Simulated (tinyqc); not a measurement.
Pair of shallow donors (hydrogen-like orbitals): one step. Detuning by a gate. Two cases, with inputs chosen for the exercise.

Task: Two-level picture for one electron: with detuning u = dV D the splitting is sqrt(D^2 + u^2) and the lower state has weight (1 + u/sqrt(D^2 + u^2))/2 on the lower donor; the field needed is u/(e R), 1 meV/angstrom = 100 kV/cm.

Give: splitting; weight; field.

Case 1.

Values chosen (out of a larger set: near those of two donors in Si; not measured data): dV = 0.5 D (detuning between the donors, in units of D).

D = 2.56925 meV
R = 57.6045 angstrom

Result:

splitting = 2.873 meV
weight = 0.724
field = 2.23 kV/cm

Case 2.

Values chosen (out of a larger set: near those of two donors in Si; not measured data): dV = 0.78 D (detuning between the donors, in units of D).

D = 0.401467 meV
R = 100.5102 angstrom

Result:

splitting = 0.5092 meV
weight = 0.808
field = 0.312 kV/cm

Computed by tinyqc, one run a case: `OMP_NUM_THREADS=1 python tinyqc.py N N+1 out.jsonl` with N = 1282233, 1282409; one thread of a shared Intel(R) Xeon(R) Processor @ 2.30GHz, about 0.01 s a run at most.
